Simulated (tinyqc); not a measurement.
Biaxially strained (001) channel, valley splitting in an inversion layer: effect of the temperature.

A thin layer grown on a relaxed buffer is stretched in the plane. The two valleys with their long axis along the growth direction (D2) sink against the four in-plane ones (D4); confinement in a triangular well splits them too. Only the lowest subband of each set is kept; one relaxation time, so the weakening of intervalley scattering is left out.

e_par = b1 x, e_perp = -2 (c12/c11) e_par, splitting D = Xu (e_par - e_perp), in-plane stress (c11 + c12 - 2 c12^2/c11) e_par. Levels E(m) = 2.33811 (hbar^2 q^2 F^2/(2 m))^(1/3): E2 = E(ml), E4 = E(mt) + D; N2 = 2 mt kB T/(pi hbar^2), N4 = 4 sqrt(mt ml) kB T/(pi hbar^2). EF solves Ns = N2 ln(1 + exp((EF - E2)/Vt)) + N4 ln(1 + exp((EF - E4)/Vt)); f2 is the share in D2, and 1/mc = f2/mt + (1 - f2)(1/mt + 1/ml)/2. The gain is mc(x = 0)/mc.

Values chosen for this exercise; values close to those of silicon on relaxed silicon-germanium: germanium share of the relaxed buffer x = 0.25; lattice mismatch per unit x b1 = 0.0418; elastic constant c11 = 170 GPa; elastic constant c12 = 63.7 GPa; shear deformation potential Xu = 8.87 eV; longitudinal mass ml = 0.913 m0; transverse mass mt = 0.186 m0; confining field F = 1.1 MV/cm; inversion density Ns = 2.2e12 cm^-2.

Constants: q = 1.602176634e-19 C, kB = 1.380649e-23 J/K, hbar = 1.054571817e-34 J s, m0 = 9.1093837015e-31 kg, Vt = kB T/q, hbar^2/(2 m0) = 0.0380998212 eV nm^2. Results are converted to the units shown.

The same in every row: D (meV) = 162.2.

Effect of the temperature:
```
T (K)  f2 without strain      f2  mc (m0)   gain
150               0.9997   1.000   0.1860  1.000
195               0.9970   1.000   0.1860  1.001
240               0.9885   1.000   0.1860  1.005
285               0.9713   1.000   0.1860  1.012
330               0.9453  0.9998   0.1860  1.022
375               0.9121  0.9993   0.1860  1.036
420               0.8743  0.9983   0.1861  1.052
465               0.8344  0.9964   0.1863  1.069
```

As T goes from 150 to 465 K, f2 stays near 0.999 (without strain: it falls from 1.00 to 0.834) and the gain rises from 1.00 to 1.07.

Numbers from tinyqc (`OMP_NUM_THREADS=1 python tinyqc.py 2530014 2530015 out.jsonl`; about 0.01 s on one thread of a shared Intel Xeon 2.30GHz).
